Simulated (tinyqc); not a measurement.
Inputs raised by 10 %, one at a time: strain-driven roughening and islands of a mismatched epitaxial film. Computed by tinyqc, a small Python program. Command: `OMP_NUM_THREADS=1 python tinyqc.py 3008358 3008359 out.jsonl island sens`. One thread of a shared host (Intel(R) Xeon(R) Processor @ 2.30GHz), about 0.01 s of CPU time with the checks.

Film and substrate share isotropic elastic constants; the film is coherent and biaxially strained.

Inputs (values chosen for the exercise, modelled on Ge on Si):
```
quantity                                      value       unit
misfit |f|                                   0.0422          -
shear modulus G                                52.8        GPa
Poisson ratio nu                               0.23          -
surface energy gamma                          0.969      J/m^2
contact angle of the shallow shape theta_1     11.5    degrees
contact angle of the steep shape theta_2       22.3    degrees
facet energy of shape 1 over gamma            1.007          -
facet energy of shape 2 over gamma            1.004          -
wetting energy gamma_s - gamma                0.076      J/m^2
decay length of wetting delta                  0.33         nm
surface mobility D_s nu_s Omega^2/(k_B T)   8.7e-34  m^6/(J s)
island volume V                              170000       nm^3
```

Transport: surface diffusion.

Constants: e = 1.602176634e-19 C.

Method:
- M = 2 G (1 + nu)/(1 - nu); stress = M f; energy density w = M f^2.
- A ripple A cos(k x) has the surface chemical potential per volume [gamma k^2 - 2 (1 + nu) w k] A cos(k x), so k_c = 2 (1 + nu) w/gamma. With surface diffusion the amplitude grows at the rate q = B k^2 [2 (1 + nu) w k - gamma k^2], fastest at k_m = (3/4) k_c. B is the surface mobility.
- The surface energy depends on thickness as gamma + (gamma_s - gamma) exp(-h/delta). Its curvature adds W2 = (gamma_s - gamma) exp(-h/delta)/delta^2 to the restoring terms; the flat film is stable while W2 > (1 + nu)^2 w^2/gamma, which gives h_c = delta ln[(gamma_s - gamma) gamma/(delta^2 (1 + nu)^2 w^2)], or 0 if negative.
- Shallow faceted island (Tersoff form): E = 4 Gam V^(2/3) tan^(1/3)(theta) - 6 c V tan(theta), Gam = gamma [x/sin(theta) - 1/tan(theta)], x the facet energy over gamma, c = stress^2 (1 - nu)/(2 pi G).
- The barrier is the maximum of E, at V_c = [4 Gam/(9 c)]^3 / tan^2(theta) (1 GPa nm = 1 J/m^2).
- The two energies cross at V_x^(1/3) = 4 [Gam_2 t2^(1/3) - Gam_1 t1^(1/3)]/(6 c (t2 - t1)), t = tan(theta); mu = dE/dV.

Runs; columns: (1) input moved; (2) from; (3) to; (4) fastest wavelength (nm); (5) wetting-layer thickness h_c (nm); (6) barrier, shape 1 (eV); (7) crossing volume V_x (nm^3):
```
(1)                                                        (2)       (3)    (4)     (5)    (6)    (7)
base run                                                     -         -  10.99  0.5280  1.331   7.73
misfit |f|                                              0.0422   0.04642   9.08  0.4022  0.909   4.36
shear modulus G (GPa)                                     52.8     58.08   9.99  0.4651  1.100   5.81
surface energy gamma (J/m^2)                             0.969    1.0659  12.08  0.5595  1.772  10.29
contact angle of the steep shape theta_2 (degrees)        22.3     24.53  10.99  0.5280  1.331   8.76
wetting energy gamma_s - gamma (J/m^2)                   0.076    0.0836  10.99  0.5595  1.331   7.73
decay length of wetting delta (nm)                        0.33     0.363  10.99  0.5116  1.331   7.73
surface mobility D_s nu_s Omega^2/(k_B T) (m^6/(J s))  8.7e-34  9.57e-34  10.99  0.5280  1.331   7.73
```

Exponents ln(y'/y) / ln(x'/x):
```
input                                      fastest wavelength  wetting-layer thickness h_c  barrier, shape 1  crossing volume V_x
misfit |f|                                                 -2                       -2.856                -4               -6.000
shear modulus G                                            -1                       -1.331                -2               -3.000
surface energy gamma                                        1                        0.607                 3                3.000
contact angle of the steep shape theta_2                    0                        0.000                 0                1.313
wetting energy gamma_s - gamma                              0                        0.607                 0                0.000
decay length of wetting delta                               0                       -0.331                 0                0.000
surface mobility D_s nu_s Omega^2/(k_B T)                   0                        0.000                 0                0.000
```

Among the inputs moved here: fastest wavelength answers most in size to misfit |f| (exponent -2.000), next to shear modulus G (-1.000); its exponent is below 0.0005 for contact angle of the steep shape theta_2, wetting energy gamma_s - gamma, decay length of wetting delta, surface mobility D_s nu_s Omega^2/(k_B T). Its exponent -2.000 in misfit |f|: gamma over the strain energy density. Its exponent +1.000 in surface energy gamma: gamma over the strain energy density. Wetting-layer thickness h_c answers most in size to misfit |f| (exponent -2.856), next to shear modulus G (-1.331); its exponent is below 0.0005 for contact angle of the steep shape theta_2, surface mobility D_s nu_s Omega^2/(k_B T). barrier, shape 1 answers most in size to misfit |f| (exponent -4.000), next to surface energy gamma (+3.000); its exponent is below 0.0005 for contact angle of the steep shape theta_2, wetting energy gamma_s - gamma, decay length of wetting delta, surface mobility D_s nu_s Omega^2/(k_B T). Its exponent -4.000 in misfit |f|: Gam^3/c^2. Its exponent +3.000 in surface energy gamma: Gam^3/c^2. Crossing volume V_x answers most in size to misfit |f| (exponent -6.000), next to shear modulus G (-3.000); its exponent is below 0.0005 for wetting energy gamma_s - gamma, decay length of wetting delta, surface mobility D_s nu_s Omega^2/(k_B T). Its exponent -6.000 in misfit |f|: (Gam/c)^3.

Caution (all rows): a critical island of a few cubic nanometres holds a few hundred atoms at most, and edge energies, left out here, matter. Caution (rows misfit |f|, shear modulus G): a wavelength of a few nanometres is at the limit of continuum theory, where steps and facets rule. Caution (rows misfit |f|): a crossing volume under 5 nm^3 is too small for these continuum energies.

Extremes, crossings and ranges named in words are read from the listed rows.
